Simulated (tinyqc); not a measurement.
Inside a calculation. Model: undoped gate-all-around wire MOSFET, analytic charge model.

Computed by the program tinyqc: `OMP_NUM_THREADS=1 python tinyqc.py 2460026 2460027 out.jsonl`, one thread of a shared Intel Xeon 2.30GHz, about 0.02 s for the whole run. Printed values are rounded.

An undoped round wire of radius R under an insulator shell and a surrounding gate; long channel, electrons only, n = ni exp((psi - V)/Vt) with V the quasi-Fermi potential (0 at the source, Vd at the drain), constant mobility, no quantisation. The radial Poisson equation gives n(r) = n(0)/(1 - (1 - b) r^2/R^2)^2 with b = Q0/(Q + Q0). Q is the electron charge per area of the wire surface.

Parameters, values chosen for the exercise; material values close to those of silicon:
- T = 300 K (temperature)
- Eg = 1.1 eV (band gap)
- eps_r = 11.7 (relative permittivity of the semiconductor)
- Nc = 2.79e19 cm^-3 (conduction-band density of states at T)
- Nv = 2.62e19 cm^-3 (valence-band density of states at T)
- eox = 8.84 (relative permittivity of the gate insulator)
- tox = 5.4 nm (insulator thickness)
- R = 3 nm (wire radius)
- dphi = 0.07 V (gate work function less that of the intrinsic body)
- mu = 300 cm^2/(V s) (channel mobility)
- L = 1 um (gate length)
- Vg = 0.51 V (gate voltage)
- Vd = 0.5 V (drain voltage)

Constants: q = 1.602176634e-19 C, kB = 1.380649e-23 J/K, Vt = kB T/q, eps0 = 8.8541878128e-14 F/cm where lengths are in cm. Results are converted to the units shown.

Range of the model: In a wire this thin, quantum confinement raises the threshold; it is left out.

## Constants of the wire

ni = sqrt(Nc Nv) exp(-Eg/(2 Vt)), Eg in volts; Cox = eps0 eox/(R ln(1 + tox/R)); Q0 = 4 eps0 eps_r Vt/R; V0 = dphi + Vt ln[8 eps0 eps_r Vt/(q ni R^2)].

ni = 1.55725e10 cm^-3
Cox = 2.53398 uF/cm^2
Q0 = 357.082 nC/cm^2
V0 = 0.604524 V

## Iteration 1: charge at the source by Newton steps in y = ln(Q/Q0)

y at the start = 3

With V = 0 and Q = Q0 exp(y): f = Q/Cox + Vt y + Vt ln(1 + Q/Q0) - (Vg - V0); df/dy = Q/Cox + Vt (1 + Q/(Q + Q0)); y(new) = y - f/(df/dy).

Q = 7172.18 nC/cm^2
f = 3.08129 V
df/dy = 2.88088 V
y after iteration 1 = 1.93043

## Iteration 2: charge at the source by Newton steps in y = ln(Q/Q0)

As before.

Q = 2461.18 nC/cm^2
f = 1.16911 V
df/dy = 1.01970 V
y after iteration 2 = 0.783911

## Course of the iteration: charge at the source by Newton steps in y = ln(Q/Q0)

Stop when y changes by less than 1e-11, or after 60 iterations.

Course of the iteration:
```
iteration          y  |change|
1            1.93043      1.07
2           0.783911      1.15
3          -0.503356      1.29
4           -1.98476      1.48
5           -3.34818      1.36
6           -3.78415     0.436
7           -3.80034    0.0162
8           -3.80036   1.66e-5
9           -3.80036  1.73e-11
10          -3.80036   < 1e-12
```

Converged in 10 iterations. At the end the number of correct digits about doubles with each step.

## Drain current and line charge

Qs = 7.98530 nC/cm^2
Qd = 3.67456e-8 nC/cm^2

Q solves Vg - V0 - V = Q/Cox + Vt ln(Q/Q0) + Vt ln(1 + Q/Q0). I = mu (2 pi R/L)[2 Vt (Qs - Qd) + (Qs^2 - Qd^2)/(2 Cox) + Vt Q0 ln((Qd + Q0)/(Qs + Q0))], with Qs at V = 0 and Qd at V = Vd. Electrons per length at the source: 2 pi R Qs/q; surface over centre density: (1 + Qs/Q0)^2.

first term = 0.00233474 uA
second term = 7.11496e-5 uA
third term = -0.00115451 uA
I = 0.00125138 uA
electrons per length = 0.00939468 1/nm
surface over centre density = 1.04523

The square-law term makes up 5.69 % of the current. Below threshold the third term cancels half of the first, leaving the diffusion current Vt (Qs - Qd).
